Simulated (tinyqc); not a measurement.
Changing the liner thickness t: size effects in the resistivity of thin metal films and interconnect lines. Computed by tinyqc, a small Python program. Command: `OMP_NUM_THREADS=1 python tinyqc.py 3024825 3024826 out.jsonl size sweep`. One thread of a shared host (Intel(R) Xeon(R) Processor @ 2.30GHz), about 0.01 s of CPU time with the checks.

Electrons lose their drift at surfaces (a share 1 - p of the hits) and at grain boundaries (reflection R), besides bulk scattering. The line sits in a trench with a non-conducting liner on both walls and the bottom; the spacing equals the drawn width.

Inputs (values chosen for the exercise, modelled on silver):
```
quantity                          value         unit
bulk resistivity rho_b             1.55  microohm cm
bulk mean free path lambda         51.8           nm
specularity p                      0.58            -
grain-boundary reflection R        0.41            -
drawn line width w                   12           nm
grain size over metal width        0.86            -
aspect ratio (height over width)    1.7            -
line length                          15   micrometre
permittivity of the dielectric k    3.7            -
```

Geometry: line.

Constants: eps_0 = 8.8541878128e-12 F/m.

Method:
- Metal width w_m = w - 2t, height h_m = (aspect ratio) w - t, grain size D = (ratio) w_m.
- Mayadas-Shatzkes: alpha = (lambda/D) R/(1 - R); rho_b/rho = 1 - 3 alpha/2 + 3 alpha^2 - 3 alpha^3 ln(1 + 1/alpha).
- Fuchs-Sondheimer film: rho_b/rho = 1 - (3/(2 kappa))(1 - p) int_0^1 (s - s^3)(1 - exp(-kappa/s))/(1 - p exp(-kappa/s)) ds, f = rho/rho_b, kappa = thickness/lambda, 80 Gauss-Legendre points.
- Line: the excess of a film of thickness w_m and of a film of thickness h_m are added, rho/rho_b = 1 + (f(w_m) - 1) + (f(h_m) - 1), an estimate that holds best when both sides exceed lambda.
- Total: rho = rho_b [1 + surface excess + grain excess]; resistance per length rho/(w_m h_m); capacitance per length C = 2 k eps_0 (aspect ratio + 1/2), a parallel-plate estimate for two neighbours plus a fixed term for the planes above and below; delay 0.38 R C L^2; effective resistivity per drawn area.

One run for each value; columns: (1) liner thickness t (nm); (2) resistance per length (ohm/micrometre); (3) share of the trench filled by metal (%); (4) resistivity rho (microohm cm):
```
(1)      (2)     (3)     (4)
0.20   462.2  95.719  10.830
0.74   566.2  84.487  11.710
1.30   714.7  73.342  12.831
1.80   901.0  63.824  14.077
2.40  1236.0  52.941  16.019
2.90  1677.3  44.322  18.199
3.50  2596.6  34.518  21.941
4.00  4076.6  26.797  26.743
```

Over the rows, resistance per length (ohm/micrometre) rises from 462 to 4080 (exponent d ln y / d ln x 0.16 between the first rows and 3.4 between the last); share of the trench filled by metal (%) falls from 95.7 to 26.8 (exponent d ln y / d ln x -0.095 between the first rows and -1.9 between the last); resistivity rho (microohm cm) rises from 10.8 to 26.7 (exponent d ln y / d ln x 0.060 between the first rows and 1.5 between the last). A thicker liner costs twice: less area, and a narrower core with more surface and grain scattering.

Caution (all rows): for lines much narrower than lambda adding the two film terms and the grain term underestimates the resistivity.

Extremes, crossings and ranges named in words are read from the listed rows.
